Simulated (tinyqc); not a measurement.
MOSFET in the linear regime without short-channel effects, parameter extraction from computed curves: extraction methods against the temperature.

Inversion charge Q = Cox n Vt W0(exp((Vg - VT)/(n Vt))), W0 the Lambert function and n = nf; u = Q/Cox; mobility mu = mu0/(1 + th1 u + th2 u^2); channel resistance Rch = (L - dL)/(W mu Q); Id = Vd/(Rch + Rsd/W). Cox = eps0 eox/tox. Small Vd, no channel-length or drain effects.

From the continuous curve Id(Vg): tangent at peak gm (V_ext = Vg - Id/gm); constant current Id = 0.1 uA W/L; peak of d2Id/dVg2; Y = Id/sqrt(gm) drawn through Vg = VT + 0.6 and VT + 0.8 V, with intercept VT_Y and slope s. Mobilities gm,max L/(W Cox Vd) and s^2 L/(W Cox Vd) with the drawn L. Last column: share of Rsd/W in the total resistance at VT + 0.8 V.

Inputs (values chosen for the exercise); channel values of the order met in silicon transistors: relative permittivity of the gate insulator (close to silicon dioxide) eox = 3.9; insulator thickness tox = 1.3 nm; low-field mobility mu0 = 96 cm^2/(V s); first mobility attenuation factor th1 = 0.14 1/V; second mobility attenuation factor th2 = 0 1/V^2; threshold voltage VT = 0.29 V; body factor nf = 1.29; gate width W = 1 um; drawn gate length L = 0.046 um; drawn less effective length dL = 0.014 um; source plus drain resistance Rsd = 120 ohm um; drain voltage Vd = 0.025 V.

Constants: q = 1.602176634e-19 C, kB = 1.380649e-23 J/K, Vt = kB T/q, eps0 = 8.8541878128e-14 F/cm where lengths are in cm. Results are converted to the units shown.

Results:
```
T (K),V_ext (V),constant current (V),second derivative (V),VT_Y (V),mobility from gm (cm^2/(V s)),mobility from Y (cm^2/(V s)),series share (%)
77,0.294,0.303,0.288,0.314,106,134,39.7
150,0.291,0.294,0.285,0.325,96.5,131,39.0
220,0.286,0.282,0.281,0.332,90.1,128,38.4
300,0.279,0.264,0.277,0.335,84.4,124,37.8
370,0.272,0.247,0.272,0.336,80.3,121,37.4
450,0.262,0.225,0.266,0.335,76.4,117,36.9
```

Estimate the missing row, T = 110 K.

Computed row:
```
T (K),V_ext (V),constant current (V),second derivative (V),VT_Y (V),mobility from gm (cm^2/(V s)),mobility from Y (cm^2/(V s)),series share (%)
110,0.293,0.300,0.286,0.320,101,133,39.3
```

With this row back in the table: The model has VT = 0.29 V and mu0 = 96 cm^2/(V s). Over the table the extracted thresholds move by 31 mV (tangent), 78 mV (constant current), 22 mV (second derivative), 22 mV (Y function). The mobility from gm falls from 106 to 76.4 and that from Y falls from 134 to 117 cm^2/(V s).

Computed by the program tinyqc: `OMP_NUM_THREADS=1 python tinyqc.py 2210167 2210168 out.jsonl`, one thread of a shared Intel Xeon 2.30GHz, about 0.01 s for the whole run.
